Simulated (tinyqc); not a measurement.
Inside a calculation. Method: LDA (VWN5) atom on a uniform radial grid, spin-unpolarised, for He. Computed by tinyqc, a small Python program that keeps every step. Settings: Z = 2, points = 256, R = 12.9, functional = lda,vwn, mixing = 0.4, iteration cap = 84. Command: `OMP_NUM_THREADS=1 python tinyqc.py 26732 26733 out.jsonl` (the two numbers bound the seeds that draw the settings). One thread of a shared host (Intel(R) Xeon(R) Processor @ 2.60GHz), about 0.4 s of CPU time with the checks.

Spherical atom on a uniform radial grid r_j = j h with h = R/(N + 1), h sum u^2 = 1 and integrals as h times sums, u(0) = u(R) = 0 (atomic units):
```
parameter            value
Z                        2
points N               256
R                12.900000
h                 0.050195
mixing            0.400000
electrons in 1s          2
```

Three-point differences turn -u''/2 + [l(l+1)/2r^2 - Z/r + V] u = e u into a tridiagonal matrix (diagonal 1/h^2 + potential, off-diagonal -1/2h^2). D = sum f u^2; the Hartree potential y/r solves y'' = -D/r with y(0) = 0, y(R) = N_e; v_xc comes from rho = D/(4 pi r^2); E = sum f e - int D V + int D (V_H/2 + eps_xc); V(new) = V + mixing (V_H + v_xc - V).

Stop when input and output potentials agree to 1e-7.

Course of the cycle (hartree):
```
iteration            E      e(1s)  largest |V(out) - V(in)|
1          -2.68507908  -1.994986                  2.35e+00
2          -2.78239330  -1.321456                  1.20e+00
3          -2.81439302  -0.966920                  5.95e-01
4          -2.82334746  -0.780945                  2.94e-01
5          -2.82556710  -0.683120                  1.49e-01
6          -2.82608323  -0.631168                  7.90e-02
7          -2.82620284  -0.603177                  4.32e-02
8          -2.82623200  -0.587848                  2.43e-02
9          -2.82623976  -0.579319                  1.39e-02
10         -2.82624203  -0.574507                  8.01e-03
11         -2.82624275  -0.571759                  4.67e-03
...                ...        ...                       ...
22         -2.82624313  -0.567970                  1.44e-05
23         -2.82624313  -0.567965                  8.55e-06
24         -2.82624313  -0.567963                  5.07e-06
25         -2.82624313  -0.567961                  3.01e-06
26         -2.82624313  -0.567960                  1.79e-06
27         -2.82624313  -0.567960                  1.06e-06
28         -2.82624313  -0.567959                  6.29e-07
29         -2.82624313  -0.567959                  3.73e-07
30         -2.82624313  -0.567959                  2.21e-07
31         -2.82624313  -0.567959                  1.31e-07
32         -2.82624313  -0.567959                  7.78e-08
```

Can the last value be used, and what does the course show?

As the converged value on this grid, yes; not as the energy of the atom. Converged in 32 iterations. A uniform grid resolves the cusp poorly: for a bare nucleus this grid gives 1s at -1.99499 against -Z^2/2 = -2 hartree. Before convergence this energy mixes input and output and is not variational, so it may rise towards its limit.
